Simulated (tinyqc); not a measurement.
Stillinger-Weber potential for a tetrahedral semiconductor: one step, computed by the program tinyqc.

With x = r/sigma: pair term eps A (B x^-4 - 1) exp(1/(x - a)); for each pair of neighbours j, k of atom i, three-body term eps lambda exp(gamma/(x_ij - a) + gamma/(x_ik - a)) (cos theta_jik + 1/3)^2; both vanish beyond x = a. A = 7.049556277, B = 0.6022245584, a = 1.8.

Task: A trimer. Atom 1 binds atoms 2 and 3 at the angle theta; the third side follows from the cosine rule. Sum the three pair terms and the three-body terms centred on each atom.

Inputs (values chosen for the exercise, modelled on silicon):
```
quantity                    value      unit
energy scale eps            2.142        eV
length scale sigma          2.092  angstrom
three-body strength lambda   20.2         -
gamma                         1.2         -
bond 1 of the trimer         2.66  angstrom
bond 2 of the trimer          2.2  angstrom
angle of the trimer theta    99.9   degrees
```

Give: distance 2-3; pair terms; three-body term at atom 1; three-body terms at atoms 2 and 3; energy of the trimer.

Result:

distance 2-3 = 3.732 angstrom

pair terms (eV): 1-2 -1.752, 1-3 -2.015, 2-3 0.000

three-body term at atom 1 = 0.02342 eV

three-body terms at atoms 2 and 3 = 0 eV

energy of the trimer = -3.743 eV

The cut-off is 3.766 angstrom, so atoms 2 and 3 lie just inside it, where the terms are already negligible.
